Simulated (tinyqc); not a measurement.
Electron continuity equation in a given potential, Scharfetter-Gummel discretisation: two steps of the calculation.

Steady state in one dimension: J = q mu n E + q D dn/dx with E = -dpsi/dx and D = mu Vt, dJ/dx = 0, fixed densities nL and nR at the ends. The potential is given, psi = U x/L, and is not changed by the electrons.

Values chosen for this exercise; mobility that of a made-up semiconductor:
- T = 300 K (temperature)
- mu = 1390 cm^2/(V s) (electron mobility)
- L = 0.39 um (length of the region)
- nL = 6.3e15 cm^-3 (density at x = 0)
- nR = 9.5e16 cm^-3 (density at x = L)

Constants: q = 1.602176634e-19 C, kB = 1.380649e-23 J/K, Vt = kB T/q. Results are converted to the units shown.

Question 1. Tridiagonal system for the inner nodes. Row i (1 to 7): B(-d_(i-1)) n_(i-1) + b_i n_i + B(d_i) n_(i+1) = f_i with b_i = -B(-d_i) - B(d_(i-1)) and f_i = 0; the known end values are moved to the right: f_1 loses B(-d_0) nL and f_7 loses B(d_7) nR. h = L/8, D = mu Vt.

```
interval      B(d_i)    B(-d_i)
0         0.59322123  1.5602644
1         0.59322123  1.5602644
2         0.59322123  1.5602644
3         0.59322123  1.5602644
4         0.59322123  1.5602644
5         0.59322123  1.5602644
6         0.59322123  1.5602644
7         0.59322123  1.5602644
```

Find: diagonal b; right side f.

Answer 1.

```
node  diagonal b  right side f (cm^-3)
1        -2.1535            -9.8297e15
2        -2.1535                     0
3        -2.1535                     0
4        -2.1535                     0
5        -2.1535                     0
6        -2.1535                     0
7        -2.1535            -5.6356e16
```

Question 2. Densities and current. B(d_i) and B(-d_i) are the Bernoulli factors of the potential steps, b and f the diagonal and right side. Solve B(-d_(i-1)) n_(i-1) + b_i n_i + B(d_i) n_(i+1) = f_i (end values already in f), then J_i = (q D/h) [n_(i+1) B(d_i) - n_i B(-d_i)], h = L/8, D = mu Vt.

```
interval      B(d_i)    B(-d_i)
0         0.59322123  1.5602644
1         0.59322123  1.5602644
2         0.59322123  1.5602644
3         0.59322123  1.5602644
4         0.59322123  1.5602644
5         0.59322123  1.5602644
6         0.59322123  1.5602644
7         0.59322123  1.5602644
```

```
node  diagonal b  right side f (cm^-3)
1     -2.1534856         -9.8296658e15
2     -2.1534856                     0
3     -2.1534856                     0
4     -2.1534856                     0
5     -2.1534856                     0
6     -2.1534856                     0
7     -2.1534856         -5.6356017e16
```

Find: n; J.

Answer 2.

n, node 0 to 8 (cm^-3): [6.300e15, 6.363e15, 6.529e15, 6.966e15, 8.116e15, 1.114e16, 1.909e16, 4.000e16, 9.500e16]
J, interval 0 to 7 (in units of 1e3 A/cm^2): [-7.151, -7.151, -7.151, -7.151, -7.151, -7.151, -7.151, -7.151]

Program tinyqc, `OMP_NUM_THREADS=1 python tinyqc.py 2220007 2220008 out.jsonl`; Intel Xeon 2.30GHz, shared host, one thread, about 0.01 s.
